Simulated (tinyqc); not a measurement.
Sheet resistance of a shallow doped layer with concentration-dependent mobility and limited activation: one step, computed by the program tinyqc.

A layer of one dopant lies in a background of the opposite type. Current flows parallel to the surface down to the junction; depletion is ignored.

Problem. Sheet resistance. C(x) = C_s for x < l and C_s 10^(-(x - l)/abruptness) beyond. Active density N = min(C, C_a); carriers n = N - C_B; mobility mu = mu_min + (mu_max - mu_min)/(1 + ((N + C_B)/N_r)^alpha). Integrals from 0 to x_j, where C = C_B (Gauss-Legendre, 60 points on each smooth piece; 1 nm = 1e-7 cm): dose int C dx, carriers int n dx, mean mobility int n mu dx/int n dx, R_s = 1/(e int n mu dx).

Inputs (values chosen for the exercise, modelled on boron in silicon):
```
quantity,value,unit
surface concentration C_s,1.2e+21,1/cm^3
length l,3.7,nm
tail abruptness,4.3,nm/decade
background C_B,1.4e+15,1/cm^3
mobility floor mu_min,48.4,cm^2/(V s)
mobility mu_max,461,cm^2/(V s)
reference density N_r,1.6e+17,1/cm^3
exponent alpha,0.702,-
anneal temperature T,950,C
```

Profile: box with exponential tail.

active limit C_a = 7.935255e+19 1/cm^3

Constants: e = 1.602176634e-19 C.

Give: chemical dose; sheet carrier density; mean mobility; sheet resistance R_s; carriers per dopant atom; product R_s x_j.

Solution.

chemical dose = 6.6810e+14 1/cm^2

sheet carrier density = 8.4425e+13 1/cm^2

mean mobility = 55.169 cm^2/(V s)

sheet resistance R_s = 1340.1 ohm/square

carriers per dopant atom = 0.12637

product R_s x_j = 39146 ohm nm
